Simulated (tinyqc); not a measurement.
Special k points of the hexagonal lattice: one step. Which stars the mesh integrates. Three cases, with inputs chosen for the exercise.

Problem. Lattice vectors in units of a: a1 = (1, 0), a2 = (-1/2, sqrt(3)/2); f are fractions of the reciprocal vectors. Evaluate the first six A_m at each irreducible point (k . R = 2 pi sum f_i n_i) and form the weighted means.

A_m(k) = sum over the m-th star of lattice vectors R of cos(k . R), stars in order of length: m = 1: |R|^2 = 1, 6 vectors, such as (1, 1) in the basis a_i; m = 2: |R|^2 = 3, 6 vectors, such as (2, 1) in the basis a_i; m = 3: |R|^2 = 4, 6 vectors, such as (2, 2) in the basis a_i; m = 4: |R|^2 = 7, 12 vectors, such as (3, 2) in the basis a_i; m = 5: |R|^2 = 9, 6 vectors, such as (3, 3) in the basis a_i; m = 6: |R|^2 = 12, 6 vectors, such as (4, 2) in the basis a_i. The zone mean of every A_m is zero.

Case 1.

Irreducible points:

| f1 | f2 | weight |
|---|---|---|
| 0.000000 | 0.000000 | 1 |
| 0.000000 | 0.333333 | 6 |
| 0.333333 | 0.333333 | 2 |

Case 2.

Irreducible points:

| f1 | f2 | weight |
|---|---|---|
| 0.000000 | 0.000000 | 1 |
| 0.000000 | 0.200000 | 6 |
| 0.000000 | 0.400000 | 6 |
| 0.200000 | 0.200000 | 6 |
| 0.200000 | 0.400000 | 6 |

Case 3.

Irreducible points:

| f1 | f2 | weight |
|---|---|---|
| 0.000000 | 0.000000 | 1 |
| 0.000000 | 0.125000 | 6 |
| 0.000000 | 0.250000 | 6 |
| 0.000000 | 0.375000 | 6 |
| 0.000000 | 0.500000 | 3 |
| 0.125000 | 0.125000 | 6 |
| 0.125000 | 0.250000 | 12 |
| 0.125000 | 0.375000 | 12 |
| 0.250000 | 0.250000 | 6 |
| 0.250000 | 0.375000 | 6 |

Give: A_m at the points; weighted means.

Solution.

Case 1.

A_m at the points:
```
      m=1     m=2     m=3     m=4    m=5     m=6
1   6.000   6.000   6.000  12.000  6.000   6.000
2   0.000  -3.000   0.000   0.000  6.000  -3.000
3  -3.000   6.000  -3.000  -6.000  6.000   6.000
```

weighted means: m=1 0.000, m=2 0.000, m=3 0.000, m=4 0.000, m=5 6.000, m=6 0.000

The first star with a non-zero mean is m = 5 (|R|^2 = 9, mean +6.000): it holds vectors of the N-fold supercell, which the mesh cannot tell from R = 0.

Case 2.

A_m at the points:
```
      m=1     m=2     m=3     m=4     m=5     m=6
1   6.000   6.000   6.000  12.000   6.000   6.000
2   3.236  -0.382  -1.236  -5.236  -1.236  -2.618
3  -1.236  -2.618   3.236  -0.764   3.236  -0.382
4  -0.382  -1.236  -2.618   6.472  -2.618   3.236
5  -2.618   3.236  -0.382  -2.472  -0.382  -1.236
```

weighted means: m=1 0.000, m=2 0.000, m=3 0.000, m=4 0.000, m=5 0.000, m=6 0.000

All six means vanish: the mesh is exact for functions whose Fourier series ends within these stars.

Case 3.

A_m at the points:
```
       m=1     m=2     m=3     m=4     m=5     m=6
1    6.000   6.000   6.000  12.000   6.000   6.000
2    4.828   2.828   2.000   0.000  -0.828  -2.000
3    2.000  -2.000  -2.000  -4.000   2.000  -2.000
4   -0.828  -2.828   2.000   0.000   4.828  -2.000
5   -2.000  -2.000   6.000  -4.000  -2.000   6.000
6    2.828  -0.828  -2.000  -4.000  -2.828   2.000
7    0.000  -2.000  -2.000   4.000   0.000   2.000
8   -2.000   0.000   2.000   0.000  -2.000  -2.000
9   -2.000   2.000  -2.000   4.000  -2.000  -2.000
10  -2.828   4.828  -2.000  -4.000   2.828   2.000
```

weighted means: m=1 0.000, m=2 0.000, m=3 0.000, m=4 0.000, m=5 0.000, m=6 0.000

All six means vanish: the mesh is exact for functions whose Fourier series ends within these stars.

Computed by tinyqc, one run a case: `OMP_NUM_THREADS=1 python tinyqc.py N N+1 out.jsonl` with N = 1681777, 1682037, 1682655; one thread of a shared Intel(R) Xeon(R) Processor @ 2.30GHz, about 0.09 s a run at most.
